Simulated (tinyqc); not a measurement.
Electron-beam lithography: double-Gaussian proximity function, edge placement and dose correction for parallel lines: one step, computed by the program tinyqc. Command: `OMP_NUM_THREADS=1 python tinyqc.py 3110409 3110410 out.jsonl proximity walk`. One thread of a shared host (Intel(R) Xeon(R) Processor @ 2.30GHz), about 0.01 s of CPU time with the checks.

Lines are infinitely long. Absorbed energy is counted so that the middle of a very large area written at dose 1 receives 1; the resist develops where it exceeds 1/2.

Task: Dose correction. Uncorrected edge energies are M 1. Solve M d = 1/2 for the doses d that put the mean edge energy of every line at the threshold.

M:
```
           1          2          3          4
1  0.3515764  0.0058275  0.0120626  0.0054146
2  0.0456470  0.3087260  0.0133635  0.0063167
3  0.0419235  0.0059364  0.3185787  0.0067887
4  0.0371222  0.0055462  0.0134181  0.3111259
```

Give: edge energies at dose 1; corrected doses; largest over smallest dose.

Result:

edge energies at dose 1: 1 0.3749, 2 0.3741, 3 0.3732, 4 0.3672

corrected doses: 1 1.333, 2 1.337, 3 1.340, 4 1.366

largest over smallest dose = 1.025
